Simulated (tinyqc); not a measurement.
# Pinning factor and neutrality level from two metals

Problem. On an oxide a metal of vacuum work function pM shows the effective value Phi + S (pM - Phi), with S = 1/(1 + 0.1 (eps_inf - 1)^2). Find S, Phi and eps_inf.

effective work functions for metals of 4.4 and 5.57 eV (eV): 4.4951410  4.9694224

Solution. The slope is S, and the point where both work functions agree is Phi.

S = 0.4054
Phi = 4.560 eV
eps_inf = 4.830

tinyqc, about 0.01 s, one thread, Intel Xeon 2.30GHz (shared host): `OMP_NUM_THREADS=1 python tinyqc.py 2410141 2410142 out.jsonl`
